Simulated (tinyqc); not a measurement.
Inputs raised by 2 %, one at a time: grain-boundary diffusion: Harrison regimes, Fisher and Le Claire analysis, Hart average. Computed by tinyqc, a small Python program. Command: `OMP_NUM_THREADS=1 python tinyqc.py 3025465 3025466 out.jsonl gbdiff sens`. One thread of a shared host (Intel(R) Xeon(R) Processor @ 2.30GHz), about 0.01 s of CPU time with the checks.

A boundary is a slab of width delta with diffusivity D_b, normal to a surface held at constant concentration; it leaks into grains of diffusivity D.

Inputs (values chosen for the exercise, for a model polycrystal):

| quantity | value | unit |
|---|---|---|
| lattice prefactor D0 | 2e-05 | m^2/s |
| lattice activation energy E | 2.13 | eV |
| boundary prefactor D0b | 8.9e-06 | m^2/s |
| boundary activation energy E_b | 1.34 | eV |
| boundary width delta | 0.81 | nm |
| segregation factor s | 30 | - |
| grain size d | 0.78 | um |
| temperature T | 734 | K |
| time t | 66000 | s |

Constants: k_B = 8.617333262e-05 eV/K.

Method:
- D = D0 exp(-E/(k_B T)), D_b = D0b exp(-E_b/(k_B T)).
- Triple product P = s delta D_b.
- Hart average for parallel slabs: f = delta/d, D_eff = (s f D_b + (1 - f) D)/(1 - f + s f); share of the boundaries = s f D_b/(s f D_b + (1 - f) D); depth sqrt(D_eff t).
- Fisher: the mean concentration falls as exp(-y/y_F), y_F = sqrt(P) (pi t/(4 D))^(1/4), with the boundary equation P d2c/dy2 = 2 c sqrt(D/(pi t)). Le Claire (from the Whipple solution): ln c falls as -(y/y_L)^(6/5) with P = 1.322 sqrt(D/t) y_L^2.

Runs:

| input moved | from | to | Le Claire depth y_L (um) | D_eff (m^2/s) | share of the boundaries | depth sqrt(D_eff t) (um) |
|---|---|---|---|---|---|---|
| base run | - | - | 11.026 | 1.6961e-16 | 0.99973 | 3.3458 |
| lattice activation energy E (eV) | 2.13 | 2.1726 | 13.048 | 1.6959e-16 | 0.99986 | 3.3455 |
| boundary activation energy E_b (eV) | 1.34 | 1.3668 | 8.921 | 1.1104e-16 | 0.99959 | 2.7072 |
| boundary width delta (nm) | 0.81 | 0.8262 | 11.136 | 1.7290e-16 | 0.99973 | 3.3781 |
| grain size d (um) | 0.78 | 0.7956 | 11.026 | 1.6638e-16 | 0.99972 | 3.3138 |
| temperature T (K) | 734 | 748.68 | 11.506 | 2.5697e-16 | 0.99965 | 4.1183 |
| time t (s) | 66000 | 67320 | 11.081 | 1.6961e-16 | 0.99973 | 3.3791 |
| segregation factor s | 30 | 30.6 | 11.136 | 1.7290e-16 | 0.99973 | 3.3780 |

Exponents ln(y'/y) / ln(x'/x):

| input | Le Claire depth y_L | D_eff | share of the boundaries | depth sqrt(D_eff t) |
|---|---|---|---|---|
| lattice activation energy E | 8.503 | -0.007 | 0.007 | -0.003 |
| boundary activation energy E_b | -10.698 | -21.389 | -0.007 | -10.695 |
| boundary width delta | 0.500 | 0.970 | 0.000 | 0.485 |
| grain size d | 0.000 | -0.971 | 0.000 | -0.485 |
| temperature T | 2.152 | 20.981 | -0.004 | 10.490 |
| time t | 0.250 | 0.000 | 0.000 | 0.500 |
| segregation factor s | 0.500 | 0.969 | 0.000 | 0.485 |

To which inputs is each result most sensitive?

Among the inputs moved here: Le Claire depth y_L answers most in size to boundary activation energy E_b (exponent -10.698), next to lattice activation energy E (+8.503); its exponent is below 0.0005 for grain size d. Its exponent +0.250 in time t: the Le Claire depth goes as (t/D)^(1/4) at fixed P. D_eff answers most in size to boundary activation energy E_b (exponent -21.389), and about equally to temperature T (+20.981); its exponent is below 0.0005 for time t. Its exponent -0.971 in grain size d: boundaries carry the flux, in proportion to their number. Share of the boundaries answers most in size to lattice activation energy E (exponent +0.007), and about equally to boundary activation energy E_b (-0.007); its exponent is below 0.0005 for boundary width delta, grain size d, time t, segregation factor s. Depth sqrt(D_eff t) answers most in size to boundary activation energy E_b (exponent -10.695), and about equally to temperature T (+10.490). Its exponent +0.500 in time t: ordinary diffusion.

Caution (all rows): outside regime A (which needs sqrt(D t) above about 3 d) the Hart average and its depth are formal: they describe a profile only in regime A or at steady state. Caution (all rows): the Fisher and Le Claire forms need regime B with beta above 10.
